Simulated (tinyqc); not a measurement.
Finite square well with mass mismatch (envelope functions): one step. Bound levels. Two cases, with inputs chosen for the exercise.

Task: Solve the condition for each n (six at most). With A = cos(kL/2) for even and sin(kL/2) for odd levels, the probability in the barriers is Pb = (A^2/kappa)/(A^2/kappa + L/2 +/- sin(kL)/(2k)), + for even.

A square well of width L and depth V0, mass mw inside and mb outside, energies from the bottom of the well, c = hbar^2/2m0. k = sqrt(mw E/c), kappa = sqrt(mb (V0 - E)/c). psi and psi'/m are continuous at the walls (BenDaniel-Duke), so level n solves k L + 2 atan[(k/mw)/(kappa/mb)] = n pi.

Constants: hbar^2/2m0 = 3.80998211 eV angstrom^2.

Case 1.

Values chosen (near those of a strained Si well in SiGe; not measured data): L = 26 angstrom (well width); V0 = 0.171 eV (barrier height); mw = 0.925 m0 (mass in the well); mb = 0.893 m0 (mass in the barrier).

Case 2.

Values chosen (near those of the light valleys of a Si film in HfO2; not measured data): L = 27 angstrom (well width); V0 = 1.44 eV (barrier height); mw = 0.186 m0 (mass in the well); mb = 0.18 m0 (mass in the barrier).

Give: a table of n, parity, E (eV), k (1/angstrom), kappa (1/angstrom), Pb.

Result:

Case 1.

Levels:
```
n  parity  E (eV)  k (1/angstrom)  kappa (1/angstrom)      Pb
1    even  0.0314         0.08729             0.18090  0.0537
2     odd  0.1160         0.16784             0.11351  0.2722
```

The lowest level lies at 52 % of the infinite-well value and decays into the barrier over 1/kappa = 5.5 angstrom.

Case 2.

Levels:
```
n  parity  E (eV)  k (1/angstrom)  kappa (1/angstrom)      Pb
1    even  0.1690         0.09084             0.24504  0.0266
2     odd  0.6532         0.17858             0.19280  0.1243
3    even  1.3246         0.25430             0.07382  0.4601
```

The lowest level lies at 61 % of the infinite-well value and decays into the barrier over 1/kappa = 4.1 angstrom. Above about 0.5 eV (from level 2 on) a parabolic band is a rough model.

Computed by tinyqc, one run a case: `OMP_NUM_THREADS=1 python tinyqc.py N N+1 out.jsonl` with N = 1280560, 1280993; one thread of a shared Intel(R) Xeon(R) Processor @ 2.30GHz, about 0.01 s a run at most.
